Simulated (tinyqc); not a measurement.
# Worked calculation: long-channel MOSFET, surface-potential model

Computed by the program tinyqc: `OMP_NUM_THREADS=1 python tinyqc.py 2360095 2360096 out.jsonl`, one thread of a shared Intel Xeon 2.30GHz, about 0.04 s for the whole run. Printed values are rounded.

n-channel transistor on a uniformly doped p-type body, gradual-channel approximation, constant mobility, Boltzmann statistics, full ionisation. Potentials are counted from the neutral body; V is the electron quasi-Fermi potential, Vsb at the source and Vsb + Vds at the drain. Charges are magnitudes per area.

Values chosen for this exercise; material values close to those of silicon: temperature T = 350 K; band gap Eg = 1.13 eV; relative permittivity of the semiconductor eps_r = 11.9; conduction-band density of states at T Nc = 3.58e19 cm^-3; valence-band density of states at T Nv = 3.4e19 cm^-3; acceptor density of the body Na = 9.6e15 cm^-3; relative permittivity of the gate insulator eox = 9.39; insulator thickness tox = 20 nm; flat-band voltage Vfb = -0.52 V; channel mobility mu = 620 cm^2/(V s); gate width W = 1 um; gate length L = 5 um; source-body reverse bias Vsb = 0 V; gate-source voltage Vgs = 0.26 V; drain-source voltage Vds = 0.05 V.

Constants: q = 1.602176634e-19 C, kB = 1.380649e-23 J/K, Vt = kB T/q, eps0 = 8.8541878128e-14 F/cm where lengths are in cm. Results are converted to the units shown.

## Body potential, insulator capacitance and body factor

ni = sqrt(Nc Nv) exp(-Eg/(2 Vt)), Eg in volts; phiF = Vt ln(Na/ni); Cox = eps0 eox/tox; gamma = sqrt(2 q eps0 eps_r Na)/Cox. VT = Vfb + 2 phiF + gamma sqrt(2 phiF + Vsb), m = 1 + gamma/(2 sqrt(2 phiF + Vsb)).

ni = 2.55293e11 cm^-3
phiF = 0.317738 V
Cox = 0.415704 uF/cm^2
gamma = 0.136952 V^0.5
VT = 0.224651 V
m = 1.08590

## Iteration 1: surface potential at the source by Newton steps

psi at the start (the root without inversion charge) = 0.670416 V

With V = Vsb: G = psi - Vt + Vt e, e = exp((psi - 2 phiF - Vsb)/Vt); f = Vgs + Vsb - Vfb - psi - gamma sqrt(G); f' = -1 - gamma (1 + e)/(2 sqrt(G)); psi(new) = psi - f/f'.

G = 0.736315 V
f = -0.00793314 V
f' = -1.33396
psi after iteration 1 = 0.664469 V

## Iteration 2: surface potential at the source by Newton steps

As before.

G = 0.713178 V
f = -1.24951e-4 V
f' = -1.29312
psi after iteration 2 = 0.664372 V

## Course of the iteration: surface potential at the source by Newton steps

Stop when psi changes by less than 1e-10 V, or after 40 iterations.

Course of the iteration:
```
iteration   psi (V)  |change| (V)
1          0.664469       5.95e-3
2          0.664372       9.66e-5
3          0.664372       2.27e-8
4          0.664372      1.22e-15
```

Converged in 4 iterations. The change falls from 0.0059 in the first iteration to below the tolerance in the last.

## Charges and current of the charge-sheet model

psi_0 = 0.664372 V
psi_L = 0.669045 V

psi_0 and psi_L solve Vgs + Vsb - Vfb - psi = gamma sqrt(G) at V = Vsb and Vsb + Vds. Qi = Cox gamma [sqrt(G) - sqrt(psi - Vt)], G = psi - Vt + Vt exp((psi - 2 phiF - V)/Vt), at both ends. With U = Vgs + Vsb - Vfb: drift = mu (W/L) Cox [U (psi_L - psi_0) - (psi_L^2 - psi_0^2)/2 - (2/3) gamma ((psi_L - Vt)^1.5 - (psi_0 - Vt)^1.5)]; diffusion = mu (W/L) Vt (Qi0 - QiL).

Qi0 = 2.72804 nC/cm^2
QiL = 0.618737 nC/cm^2
drift current = 9.69612e-4 uA
diffusion current = 0.00788862 uA
drain current = 0.00885823 uA

Drift carries 10.9 % of the current.

## Inversion charge along the channel

V, point 0 to 10 (V): [0, 0.005, 0.01, 0.015, 0.02, 0.025, 0.03, 0.035, 0.04, 0.045, 0.05]

The surface potential psi at channel potential V solves Vgs + Vsb - Vfb - psi = gamma sqrt(G), G = psi - Vt + Vt exp((psi - 2 phiF - V)/Vt). Charge sheet: Qi = Cox gamma [sqrt(G) - sqrt(psi - Vt)]. Pao-Sah: Qi = (Cox gamma/2) integral from 3 Vt to psi of exp((u - 2 phiF - V)/Vt)/sqrt(G(u, V)) du.

```
point   psi (V)  Qi, charge sheet (nC/cm^2)  Qi, Pao-Sah (nC/cm^2)
0      0.664372                     2.72804                2.79721
1      0.665146                     2.37882                2.43917
2      0.665835                     2.06780                2.12028
3      0.666445                     1.79221                1.83771
4      0.666984                     1.54919                1.58854
5      0.667456                     1.33585                1.36979
6      0.667870                     1.14935                1.17856
7      0.668229                    0.986922                1.01201
8      0.668542                    0.845950               0.867457
9      0.668812                    0.723978               0.742388
10     0.669045                    0.618737               0.634473
```

At the source the charge-sheet charge is 2.5 % below the Pao-Sah one.

## Pao-Sah current by Simpson's rule

I = mu (W/L) integral of Qi dV; Simpson's rule on the 11 points, step Vds/10, weights 1, 4, 2, ..., 4, 1 times step/3.

Pao-Sah current = 0.00920610 uA

Gauss-Legendre quadrature on many points gives 0.009206 uA, so this value is within 0.01 % of it; the charge-sheet current, 0.008858 uA, is 3.8 % below it.
